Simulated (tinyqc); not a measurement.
# Small-signal admittance of a forward-biased p+-n diode: effect of the width of the neutral base

Holes injected into a neutral base of width wb with an ohmic contact at its end; low injection, p0 far above the equilibrium density. A small voltage v exp(i w t), w = 2 pi f, modulates the edge density by p0 v/Vt, and the small-signal density obeys Dp d2p/dx2 = (1/tau + i w) p.

L = sqrt(Dp tau); direct current J = (q Dp p0/L) coth(wb/L); k = sqrt(1 + i w tau)/L; diffusion admittance Y = (q Dp p0/Vt) k coth(k wb) = G + i w C_diff; junction capacitance C_j = sqrt(q eps0 eps_r Nd/(2 Vr)) in the depletion approximation, with the remaining barrier Vr = Vt ln(Na/p0), a rough value under forward bias; base-width modulation is left out. Measured admittance 1/[Rs + 1/(Y + i w C_j)].

Values chosen for this exercise; permittivity close to that of germanium:
- T = 350 K (temperature)
- eps_r = 16 (relative permittivity)
- Nd = 3.1e16 cm^-3 (donor density of the base)
- Dp = 50 cm^2/s (hole diffusion coefficient)
- tau = 4e-8 s (hole lifetime)
- p0 = 3.7e14 cm^-3 (excess hole density at the junction edge)
- Na = 4e19 cm^-3 (acceptor density of the p+ side)
- Rs = 0.012 ohm cm^2 (series resistance)
- f = 5.6e6 Hz (signal frequency)

Constants: q = 1.602176634e-19 C, kB = 1.380649e-23 J/K, Vt = kB T/q, eps0 = 8.8541878128e-14 F/cm where lengths are in cm. Results are converted to the units shown.

The same in every row: w tau = 1.407; C_j (uF/cm^2) = 0.1003.

Results:

| wb (um) | G (S/cm^2) | C_diff (uF/cm^2) | measured G (S/cm^2) | measured C (uF/cm^2) | phase of the measured Y (degrees) |
|---|---|---|---|---|---|
| 0.71 | 1385 | 0.04650 | 78.60 | 4.727e-4 | 0.01212 |
| 2.8 | 355.6 | 0.1825 | 67.52 | 0.01019 | 0.3042 |
| 5.5 | 187.8 | 0.3531 | 57.81 | 0.04270 | 1.489 |
| 11 | 107.9 | 0.6646 | 47.72 | 0.1425 | 5.996 |
| 22 | 81.84 | 1.056 | 43.69 | 0.2774 | 12.59 |
| 43 | 80.99 | 1.191 | 44.07 | 0.3084 | 13.83 |
| 85 | 81.14 | 1.190 | 44.10 | 0.3079 | 13.80 |

Estimate the missing row, wb = 1.4 um.

Computed row:

| wb (um) | G (S/cm^2) | C_diff (uF/cm^2) | measured G (S/cm^2) | measured C (uF/cm^2) | phase of the measured Y (degrees) |
|---|---|---|---|---|---|
| 1.4 | 704.3 | 0.09160 | 74.52 | 0.002148 | 0.05813 |

With this row back in the table: As wb goes from 0.71 to 85, G goes from 1390 through a minimum of 81.0 (at wb = 43 among the rows listed) to 81.1 S/cm^2, C_diff rises from 0.0465 to 1.19 uF/cm^2 and the measured C rises from 4.73e-4 to 0.308 uF/cm^2. C_diff exceeds C_j for wb = 2.8, 5.5, 11, 22, 43, 85.

Computed by the program tinyqc: `OMP_NUM_THREADS=1 python tinyqc.py 2890209 2890210 out.jsonl`, one thread of a shared Intel Xeon 2.30GHz, about 0.01 s for the whole run.
